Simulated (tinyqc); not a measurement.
# Mobility, diffusion coefficient and lifetime from two collectors

Problem. For an injected sheet in a field F the peak time tp at distance L obeys u^2 tp^2 + 2 D tp = L^2 with u^2 = v^2 + 4 D/tau, and the pulse area goes as exp(L (v - u)/(2 D)); v = mu F. Find u, D, mu and tau without using the Einstein relation.

Parameters, values chosen for the exercise:
```
symbol  value  unit                      meaning
F          14  V/cm  sweep field along the drift
```

distances (um): [460, 1300]
peak times (us): [0.356472119, 1.03151600]
ratio of the areas, far over near = 0.109956153

Answer. The two peak times give two linear equations for u^2 and D; the area ratio gives v - u, and u^2 - v^2 = 4 D/tau gives tau.

u = 1.24e5 cm/s
D = 209 cm^2/s
mu = 8.10e3 cm^2/(V s)
tau = 3.20e-7 s

Numbers from tinyqc (`OMP_NUM_THREADS=1 python tinyqc.py 2310131 2310132 out.jsonl`; about 0.01 s on one thread of a shared Intel Xeon 2.30GHz).
